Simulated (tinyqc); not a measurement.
# The bottom gap that matches the currents

Inverse problem. Photon flux above E from a black body at temperature T into a hemisphere: Phi(E, T) = A sum_k exp(-k E/th)[E^2 th/k + 2 E th^2/k^2 + 2 th^3/k^3], k = 1, 2, ..., with th = kB T/q in eV and A = 2 pi q^3/(h^3 c^2). In a two-junction cell the top cell (gap E1) absorbs every photon above E1 and the bottom cell (gap E2) every photon between E2 and E1, one electron each; the sun fills the share fs X of the hemisphere. The currents match when Phi(E2, Ts) = 2 Phi(E1, Ts). Find E2 and the matched current q fs X Phi(E1, Ts).

Inputs (values chosen for the exercise): temperature of the black-body sun Ts = 7000 K; share of the hemisphere filled by the sun fs = 2.16e-5; concentration X = 1.

Constants: q = 1.602176634e-19 C, kB = 1.380649e-23 J/K, h = 6.62607015e-34 J s, c = 299792458 m/s. Results are converted to the units shown.

E1 = 1.7639100 eV

Solution. Phi falls steadily with energy, so the condition has one root below E1.

E2 = 0.8500 eV
matched current = 67.46 mA/cm^2

Numbers from tinyqc (`OMP_NUM_THREADS=1 python tinyqc.py 2820105 2820106 out.jsonl`; about 0.01 s on one thread of a shared Intel Xeon 2.30GHz).
